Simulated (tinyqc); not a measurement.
X-ray photoelectron analysis of a thin oxide on a semiconductor: attenuation lengths, thickness, angle series and band offsets: one step, computed by the program tinyqc. Command: `OMP_NUM_THREADS=1 python tinyqc.py 3110073 3110074 out.jsonl xps walk`. One thread of a shared host (Intel(R) Xeon(R) Processor @ 2.30GHz), about 0.01 s of CPU time with the checks.

The same element is seen in the oxide and in the substrate, at nearly the same kinetic energy; films are flat and uniform, and the work function is ignored.

Question. Inelastic mean free paths. TPP-2M: lambda = E/(E_p^2 [b ln(c E) - C/E + D/E^2]) in angstrom, E_p = 28.8 sqrt(N_v rho/M), b = -0.10 + 0.944/sqrt(E_p^2 + E_g^2) + 0.069 rho^0.1, c = 0.191/sqrt(rho), U = N_v rho/M, C = 1.97 - 0.91 U, D = 53.4 - 20.8 U, with E = photon energy less binding energy in eV. Attenuation length L = factor x lambda.

Inputs (values chosen for the exercise, modelled on SiO2 on silicon):

| quantity | value | unit |
|---|---|---|
| photon energy | 650 | eV |
| binding energy of the core level | 99.4 | eV |
| oxide density | 2.26 | g/cm^3 |
| oxide formula mass | 60.08 | g/mol |
| valence electrons per oxide formula | 16 | - |
| oxide gap | 8.98 | eV |
| substrate density | 2.33 | g/cm^3 |
| substrate formula mass | 28.09 | g/mol |
| valence electrons per substrate formula | 4 | - |
| substrate gap | 1.12 | eV |
| attenuation length over inelastic mean free path | 0.91 | - |

Give: kinetic energy E; the table «Terms» with the columns E_p (eV), b, c, lambda (nm), for layer = oxide, substrate; L in the oxide; L in the substrate.

Answer.

kinetic energy E = 550.6 eV

Terms:

| layer | E_p (eV) | b | c | lambda (nm) |
|---|---|---|---|---|
| oxide | 22.343 | 0.014064 | 0.12705 | 1.9250 |
| substrate | 16.589 | 0.031866 | 0.12513 | 1.5157 |

L in the oxide = 1.7518 nm

L in the substrate = 1.3793 nm
